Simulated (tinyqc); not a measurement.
Stark shift: graded (staircase) quantum well by finite differences.

Finite differences on points z_i at the centres of cells of width h: H_ii = (c/h^2)(1/m_(i-1/2) + 1/m_(i+1/2)) + V_i, H_(i,i+1) = -(c/h^2)/m_(i+1/2), where m_(i+1/2) is the mean of the masses at the two points (the end values are repeated outwards), psi = 0 on the points beyond both ends, c = hbar^2/2m0. The field adds e F (z - z0) with z0 the middle of the structure; 1 kV/cm = 1e-5 eV/angstrom.

Constants: hbar^2/2m0 = 3.80998211 eV angstrom^2.

Values chosen for the exercise (out of a larger set: near those of an InGaAs well in InAlAs; not measured data):

| symbol | value | unit | meaning |
|---|---|---|---|
| layers | ((45, 0.551, 0.078), (15, 0.245, 0.0579), (15, 0.061, 0.0458), (15, 0, 0.0418), (15, 0.061, 0.0458), (15, 0.245, 0.0579), (45, 0.551, 0.078)) |  | each layer: thickness in angstrom, band edge in eV, mass in m0 |
| hf | 0.9375 | angstrom | cell width of the fine grid |
| Fs | (0, 33.3, 66.7, 100, 133, 167, 200) | kV/cm | fields |

Fine grid. Perturbation theory: dE1 = e F z_11 - beta (e F)^2 with beta = sum_j z_1j^2/(E_j - E_1) over the 13 next levels at zero field, z from z0.

Levels against field:

| F (kV/cm) | E1 (eV) | E2 (eV) | dE1 (meV) | second order (meV) | <z - z0> (angstrom) | E2 - E1 (meV) |
|---|---|---|---|---|---|---|
| 0 | 0.1419 | 0.4291 | 0.00 | 0.00 | 0.0 | 287.2 |
| 33.3 | 0.1418 | 0.4288 | -0.11 | -0.11 | -0.7 | 287.1 |
| 66.7 | 0.1414 | 0.4281 | -0.43 | -0.43 | -1.3 | 286.7 |
| 100 | 0.1409 | 0.4269 | -0.98 | -0.98 | -2.0 | 286.0 |
| 133 | 0.1401 | 0.4252 | -1.73 | -1.73 | -2.6 | 285.1 |
| 167 | 0.1391 | 0.4230 | -2.73 | -2.72 | -3.3 | 283.8 |
| 200 | 0.1379 | 0.4202 | -3.92 | -3.91 | -3.9 | 282.3 |

z_11 = 0.00 angstrom
beta = 977.0 angstrom^2/eV

What does the comparison show, and why?

At zero field the state is centred, so the shift starts as F^2; it turns linear only if the state is pulled to one side. At 200 kV/cm E1 has moved by -3.92 meV, where second order gives -3.91 meV; they differ by 0.3 % there. The electron moves by -3.9 angstrom, against the rise of the potential. From 167 kV/cm on E2 lies above the lowest point of the outer barrier, so it is a resonance or a state of the finite grid, held or pushed up by its ends. E2 - E1 shrinks with the field; the ends are 287.2 and 282.3 meV.

tinyqc: `OMP_NUM_THREADS=1 python tinyqc.py 1281020 1281021 out.jsonl`; about 0.02 s, one thread, shared Intel(R) Xeon(R) Processor @ 2.30GHz.
